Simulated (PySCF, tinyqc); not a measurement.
Worked calculation: G0W0 on RHF in the sto-6g basis, for H3-, spin multiplicity 1. The basis has no diffuse functions, so it cannot describe the extra electron: this is an exercise in the method, not the real anion. The lowest restricted solution is unstable here: a spin-polarised one lies 0.1472 hartree lower (PySCF). Computed by tinyqc, a small Python program that keeps every step (integrals from PySCF). Settings: charge = -1, multiplicity = 1, basis = sto-6g, method = RHF, energy threshold = 1e-10, iteration cap = 82, orthogonalisation = symmetric, start = atomic densities, DIIS depth = 6. Command: `OMP_NUM_THREADS=1 python tinyqc.py 27157 27158 out.jsonl` (the two numbers bound the seeds that draw the settings). One thread of a shared host (Intel(R) Xeon(R) Processor @ 2.60GHz), about 0.05 s of CPU time with the checks. The early iterations of the SCF are left out here.

## One-electron integrals

Geometry (angstrom):

| atom | x | y | z |
|---|---|---|---|
| H | 0.000000 | 0.000000 | 0.000000 |
| H | 0.000000 | 0.000000 | 0.802000 |
| H | 0.000000 | 0.695000 | 0.401000 |

Basis sto-6g: exponents (1/bohr^2) and contraction coefficients of normalised primitives:

| element | l (shell) | exponent | coefficient |
|---|---|---|---|
| H | s (1) | 35.523221 | 0.009164 |
| H | s (1) | 6.513144 | 0.049361 |
| H | s (1) | 1.822143 | 0.168538 |
| H | s (1) | 0.625955 | 0.370563 |
| H | s (1) | 0.243077 | 0.416492 |
| H | s (1) | 0.100112 | 0.130334 |

Overlap, kinetic and nuclear-attraction integrals over the contracted functions; the nuclear repulsion is the sum of Za Zb / Rab.

nuclear repulsion = 1.97882827 hartree

overlap S:
```
          1H 1s     2H 1s     3H 1s
1H 1s  1.000000  0.619426  0.619176
2H 1s  0.619426  1.000000  0.619176
3H 1s  0.619176  0.619176  1.000000
```

kinetic energy T (hartree):
```
          1H 1s     2H 1s     3H 1s
1H 1s  0.768522  0.199802  0.199594
2H 1s  0.199802  0.768522  0.199594
3H 1s  0.199594  0.199594  0.768522
```

nuclear attraction V (hartree):
```
           1H 1s      2H 1s      3H 1s
1H 1s  -2.470373  -1.493454  -1.492747
2H 1s  -1.493454  -2.470373  -1.492747
3H 1s  -1.492747  -1.492747  -2.470142
```

core Hamiltonian H = T + V (hartree):
```
           1H 1s      2H 1s      3H 1s
1H 1s  -1.701851  -1.293651  -1.293153
2H 1s  -1.293651  -1.701851  -1.293153
3H 1s  -1.293153  -1.293153  -1.701620
```

## Two-electron integrals

Functions are numbered as in S; the eight-fold symmetry (ij|kl) = (ji|kl) = (kl|ij) leaves the list below.

Two-electron integrals (ij|kl) in chemists' order, unique and non-zero (hartree):
```
(11|11) 0.774999   (21|11) 0.409704   (21|21) 0.258058   (22|11) 0.546912
(22|21) 0.409704   (22|22) 0.774999   (31|11) 0.409491   (31|21) 0.239052
(31|22) 0.348775   (31|31) 0.257825   (32|11) 0.348775   (32|21) 0.239052
(32|22) 0.409491   (32|31) 0.238961   (32|32) 0.257825   (33|11) 0.546770
(33|21) 0.348860   (33|22) 0.546770   (33|31) 0.409491   (33|32) 0.409491
(33|33) 0.774999
```

## Orthogonalisation

S = U s U^T; symmetric (Loewdin) form X = U s^(-1/2) U^T, so that X^T S X = 1.

eigenvalues of S: 0.380574  0.380908  2.238518

X:
```
           1H 1s      2H 1s      3H 1s
1H 1s   1.303304  -0.317685  -0.317288
2H 1s  -0.317685   1.303304  -0.317288
3H 1s  -0.317288  -0.317288   1.303035
```

## Starting guess

The start is atomic minimal-basis densities projected into this basis (PySCF's MINAO start) and scaled to the electron count of each spin; this density is not idempotent, so its energy is not variational and may lie below the converged one.

D at the start:
```
          1H 1s     2H 1s     3H 1s
1H 1s  1.217175  0.093769  0.093767
2H 1s  0.093769  1.217175  0.093767
3H 1s  0.093767  0.093767  1.217249
```

## Iteration 3 (converged): orbitals

converged F (hartree):
```
           1H 1s      2H 1s      3H 1s
1H 1s   0.049809  -0.343602  -0.222299
2H 1s  -0.343602   0.049809  -0.222299
3H 1s  -0.222299  -0.222299   0.099007
```

Diagonalise F' = X^T F X, C = X C', fill 2 alpha and 2 beta electrons from the bottom; D = 2 C_occ C_occ^T. Each column has its largest component positive (the first on a tie).

F' = X^T F X (hartree):
```
           1          2          3
1   0.523168  -0.510564  -0.279312
2  -0.510564   0.523168  -0.279312
3  -0.279312  -0.279312   0.476577
```

orbital energies (hartree): MO1 -0.213502, MO2 0.702682, MO3 1.033732

coefficients C:
```
            MO1        MO2        MO3
1H 1s  0.447234  -0.621592   1.146213
2H 1s  0.447234  -0.621592  -1.146213
3H 1s  0.257895   1.353785   0.000000
```

D after iteration 3:
```
           1H 1s      2H 1s      3H 1s
1H 1s   1.172788   1.172788  -1.452323
2H 1s   1.172788   1.172788  -1.452323
3H 1s  -1.452323  -1.452323   3.798486
```

## Convergence

Stop when the energy changes by less than 1e-10 hartree and every element of the error matrix X^T (F D S - S D F) X is below 3e-06.

Course of the cycle:

| iteration | E (hartree) | change | largest element of the error matrix |
|---|---|---|---|
| 1 | -1.79433997 | - | 9.70e-05 |
| 2 | -0.52071806 | 1.27e+00 | 1.38e-13 |
| 3 | -0.52071806 | 1.33e-15 | 3.56e-14 |

PySCF RHF in the same basis = -0.52071806 hartree

Converged in 3 iterations.

## Populations, bond orders and dipole

Mulliken: Z minus the diagonal of D S on the atom; Loewdin: the same with S^(1/2) D S^(1/2); Mayer order: 2 sum_s sum (D(s) S)_ij (D(s) S)_ji over the two atoms.

Charges (e):

| atom | Mulliken | Loewdin |
|---|---|---|
| 1H | 0 | 0 |
| 2H | 0 | 0 |
| 3H | -1.000000 | -1.000000 |

Mayer bond orders:

| pair | order |
|---|---|
| 2-1 | 1.000000 |
| 3-1 | 0 |
| 3-2 | 0 |

dipole moment about the origin, x y z (debye): 0.000000  -3.338227  -1.926085

## Integrals over molecular orbitals

(pq|rs) = sum C_ip C_jq C_kr C_ls (ij|kl), one index at a time.

one-electron integrals over orbitals h = C^T H C (hartree):
```
           1          2          3
1  -1.908090  -0.079916   0.000000
2  -0.079916  -1.080637   0.000000
3   0.000000   0.000000  -1.072589
```

Two-electron integrals over orbitals (pq|rs), unique and non-zero (hartree):
```
(11|11) 0.635470    (21|11) -0.022858   (21|21) 0.123600    (22|11) 0.591359
(22|21) 0.102774    (22|22) 0.724201    (31|31) 0.159973    (32|31) -0.078286
(32|32) 0.053907    (33|11) 0.627904    (33|21) -0.079342   (33|22) 0.532196
(33|33) 0.687714
```

## Screening: direct RPA

With D = e_a - e_i and K = (ia|jb): diagonalise D^(1/2) (D + 4K) D^(1/2) = Z w^2 Z^T; X + Y = D^(1/2) Z w^(-1/2), each column of Z with its largest component positive (the first on a tie); E_c = (sum w - tr (D + 2K)) / 2.

D^(1/2) (D + 4K) D^(1/2) (hartree^2):
```
           1>3        2>3
1>3   2.353689  -0.201217
2>3  -0.201217   0.180977
```

excitation energies w (hartree): 0.403112  1.540184

X + Y:
```
            1          2
1>3  0.160850   0.896116
2>3  0.902423  -0.042396
```

RPA correlation energy = -0.03137381 hartree

## G0W0 on Hartree-Fock: HOMO

W(p,q,m) = sqrt2 sum_ia (pq|ia) (X+Y)_ia,m; Sigma_c(x) = sum_(i,m) W^2/(x - e_i + w_m) + sum_(a,m) W^2/(x - e_a - w_m); solve x = e_p + Sigma_c(x) by Newton steps; Z = 1/(1 - dSigma/dx); 1 hartree = 27.211386 eV.

The 12 largest terms at x = e_p (hartree; W for the signs of X + Y given):

| q | m | W | term |
|---|---|---|---|
| 3 | 2 | -0.102444 | -0.005608 |
| 3 | 1 | 0.050988 | -0.003541 |

Newton steps (hartree):

| step | x | Sigma_c(x) | Z |
|---|---|---|---|
| 0 | 0.702682 | -0.009150 | 0.992240 |
| 1 | 0.693604 | -0.009079 | 0.992384 |
| 2 | 0.693603 | -0.009079 | 0.992384 |

quasiparticle energy of the HOMO = 18.873902 eV

Hartree-Fock value = 19.120963 eV

## G0W0 on Hartree-Fock: LUMO

As before.

The 12 largest terms at x = e_p (hartree; W for the signs of X + Y given):

| q | m | W | term |
|---|---|---|---|
| 1 | 2 | 0.207428 | 0.015436 |
| 2 | 2 | -0.102444 | 0.005608 |
| 2 | 1 | 0.050988 | 0.003541 |
| 1 | 1 | -0.063520 | 0.002445 |

Newton steps (hartree):

| step | x | Sigma_c(x) | Z |
|---|---|---|---|
| 0 | 1.033732 | 0.027030 | 0.985377 |
| 1 | 1.060367 | 0.026643 | 0.985927 |
| 2 | 1.060374 | 0.026643 | 0.985928 |

quasiparticle energy of the LUMO = 28.854257 eV

Hartree-Fock value = 28.129273 eV
